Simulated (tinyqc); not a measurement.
Deformation potentials from a strained empirical pseudopotential, step by step. Values are carried at full precision from step to step, so a last printed digit may differ when a step is redone from the rounded ones.

Diamond lattice, no spin-orbit coupling. Atomic form factor V(q) = a1 (q^2 - a2)/(a3 exp(a4 q^2) - 1) in rydberg with q in 1/bohr, for the unstrained cell. Under a strain e the reciprocal vectors and k go over into (1 + e)^(-1) G, the atoms sit at +/- tau with tau = (1 + e) a (1,1,1)/8 - zeta a (eyz, ezx, exy)/4, and H(G,G') = c |k + G|^2 delta + (V(q)/det(1 + e)) cos(q.tau), q = G - G', with the term q = 0 left out; c = hbar^2/2m0. The basis is fixed before straining: all G with |k + G|^2 up to 16 (2 pi/a)^2. k is given in units of 2 pi/a of the unstrained cell.

Constants: a0 (Bohr radius) = 0.5291772105 angstrom; hbar^2/2m0 = 3.80998211 eV angstrom^2; Ry = 13.60569312 eV.

Inputs chosen for the exercise (a germanium-sized cell with gaps well above those of Ge; shifted at random, so the results belong to these values and not to a real crystal): a = 5.664 angstrom (lattice constant); A = (0.398, 2.418, 2.055, 0.459) (a1 (Ry bohr^2), a2 (1/bohr^2), a3, a4 (bohr^2)); h = 0.002 (size of the test strain); kD = 0.82 2 pi/a (position of the Delta minimum); zeta = 0.59 (internal-strain parameter).

## Form factors, unstrained and under a volume change

q^2 = n (2 pi/a)^2 a0^2 for the shells n = 3, 8, 11; for e = h 1, q^2 is divided by (1 + h)^2 and V by (1 + h)^3. Last column: the change divided by the relative change of volume, (1 + h)^3 - 1.

Form factors:

| n | q^2 (1/bohr^2) | V (Ry) | V expanded (Ry) | dV/(dVol/Vol) (Ry) |
|---|---|---|---|---|
| 3 | 1.03380 | -0.23923 | -0.23916 | 0.0121 |
| 8 | 2.75680 | 0.02146 | 0.02076 | -0.1163 |
| 11 | 3.79060 | 0.05102 | 0.05054 | -0.0801 |

## Gaps under a volume change

e = -h 1, 0, +h 1; gaps from the valence top to the s-like level at Gamma (level 5), and to level 5 at (kD,0,0) and (1/2,1/2,1/2).

Gaps (eV):

| gap | e = -h | e = 0 | e = +h |
|---|---|---|---|
| Gamma, s-like | 1.63282 | 1.57958 | 1.52652 |
| Delta | 1.24657 | 1.25196 | 1.25708 |
| L | 1.14652 | 1.12931 | 1.11204 |

## Hydrostatic deformation potentials

a = [E(+h) - E(-h)]/(3 ln((1 + h)/(1 - h))).

a of the gaps to Gamma, Delta, L (eV): -8.86  0.88  -2.87

Compression opens the Gamma gap, opens the L gap and closes the Delta gap. Only differences are defined here: the absolute shifts depend on the mean potential, which this model leaves out.

## Tetragonal strain

e = diag(-h/2, -h/2, h). Level 5 at (kD,0,0) and (0,0,kD), and levels 2 to 4 at Gamma, all from the mean of the three valence levels.

Delta x, Delta z (eV): 1.24422  1.26743

valence levels (eV): -0.01787  0.00893  0.00893

## Xu of the Delta valleys and b

For e = diag(-h/2, -h/2, h): E(Delta z) - E(Delta x) = Xu (ezz - exx), and without spin-orbit coupling E(Z) - E(X, Y) = 3 b (ezz - exx); Z is the single level, X and Y the pair.

Xu = 7.74 eV
b = -2.98 eV

Stretching along z raises the valleys on the z axis and lowers the Z valence state. One-sided differences carry an error of order h. A local potential fitted to band energies alone fixes these slopes only roughly; b tends to come out too large and Xu of L too small.

## Trigonal strain

exy = eyz = ezx = h, with the internal displacement. Level 5 at (1/2,1/2,1/2) and (1/2,-1/2,-1/2), and levels 2 to 4 at Gamma, from the mean of the three valence levels.

L [111], L [1-1-1] (eV): 1.17578  1.11367

valence levels (eV): -0.02626  0.01313  0.01313

## Xu of the L valleys and d

For the tensor strain exy = eyz = ezx = h: E(L [111]) - E(L [1-1-1]) = (8/3) Xu h, and E(single valence level) - E(pair) = 3 sqrt(3) d h. Find Xu and d.

Xu (L) = 11.65 eV
d = -3.79 eV

## Checks

- Level 5 at (kD,0,0) and (0,kD,0) under the tetragonal strain (eV): both 10.4064.

(tinyqc, `OMP_NUM_THREADS=1 python tinyqc.py 1880332 1880333 out.jsonl`, Intel(R) Xeon(R) Processor @ 2.30GHz, 1 thread, shared host, about 0.2 s.)
